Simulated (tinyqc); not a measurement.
Pariser-Parr-Pople SCF with singles CI, for the molecule NC1=CC=C2C=CC=C12 (SMILES; centres numbered as the heavy atoms are written), step by step. Computed by tinyqc, a small Python program that keeps every step. Settings: charge = 0, gamma = Ohno, start = huckel, damping = 0.5, iteration cap = 65, excitations kept = 4. Command: `OMP_NUM_THREADS=1 python tinyqc.py 22344 22345 out.jsonl` (the two numbers bound the seeds that draw the settings). One thread of a shared host (Intel(R) Xeon(R) Processor @ 2.60GHz), about 0.02 s of CPU time with the checks.

Centres (angstrom, eV; a flat drawing with bonds scaled to 1.40 angstrom):

| centre | x | y | core charge z | W | gamma_rr |
|---|---|---|---|---|---|
| 1N | -2.29100 | 1.41600 | 2 | 23.72000 | 16.15000 |
| 2C | -1.37900 | 0.35500 | 1 | 10.93000 | 10.67000 |
| 3C | -1.70100 | -1.00800 | 1 | 10.93000 | 10.67000 |
| 4C | -0.50500 | -1.73500 | 1 | 10.93000 | 10.67000 |
| 5C | 0.55600 | -0.82300 | 1 | 10.93000 | 10.67000 |
| 6C | 1.95200 | -0.70900 | 1 | 10.93000 | 10.67000 |
| 7C | 2.27400 | 0.65400 | 1 | 10.93000 | 10.67000 |
| 8C | 1.07800 | 1.38100 | 1 | 10.93000 | 10.67000 |
| 9C | 0.01700 | 0.46900 | 1 | 10.93000 | 10.67000 |

Resonance integrals (eV):

| i | j | beta |
|---|---|---|
| 1 | 2 | -2.44000 |
| 2 | 3 | -2.60000 |
| 3 | 4 | -2.60000 |
| 4 | 5 | -2.60000 |
| 5 | 6 | -2.60000 |
| 6 | 7 | -2.60000 |
| 7 | 8 | -2.60000 |
| 8 | 9 | -2.60000 |
| 9 | 2 | -2.60000 |
| 9 | 5 | -2.60000 |

Stop when output and input P, before any damping, agree to 1e-7.

Course of the cycle:

| iteration | E (eV) | largest \|P(out) - P(in)\| |
|---|---|---|
| 1 | -138.4054327 | 5.65e-01 |
| 2 | -139.5882462 | 2.77e-01 |
| 3 | -140.1717991 | 1.40e-01 |
| 4 | -140.4722223 | 7.31e-02 |
| 5 | -140.6294354 | 3.93e-02 |
| 6 | -140.7122426 | 2.18e-02 |
| 7 | -140.7559947 | 1.25e-02 |
| 8 | -140.7791679 | 8.27e-03 |
| 9 | -140.7914795 | 5.89e-03 |
| 10 | -140.7980505 | 4.20e-03 |
| 11 | -140.8015820 | 3.00e-03 |
| ... | ... | ... |
| 55 | -140.8061912 | 2.83e-05 |
| 56 | -140.8061912 | 2.58e-05 |
| 57 | -140.8061913 | 2.35e-05 |
| 58 | -140.8061913 | 2.14e-05 |
| 59 | -140.8061913 | 1.95e-05 |
| 60 | -140.8061913 | 1.78e-05 |
| 61 | -140.8061913 | 1.62e-05 |
| 62 | -140.8061913 | 1.48e-05 |
| 63 | -140.8061914 | 1.35e-05 |
| 64 | -140.8061914 | 1.23e-05 |
| 65 | -140.8061914 | 1.12e-05 |

Can the last value be used, and what does the course show?

Not by the stop rule, although the second column moves by less than 1e-07 over the last three steps. Not converged within 65 iterations: the residual falls steadily but slowly, by a factor of about 0.91 a step. Reruns (cap 100 unless said): damping 0: converged in 56 (E = -140.80619); the original settings with a cap of 400: converged in 116 (E = -140.80619).
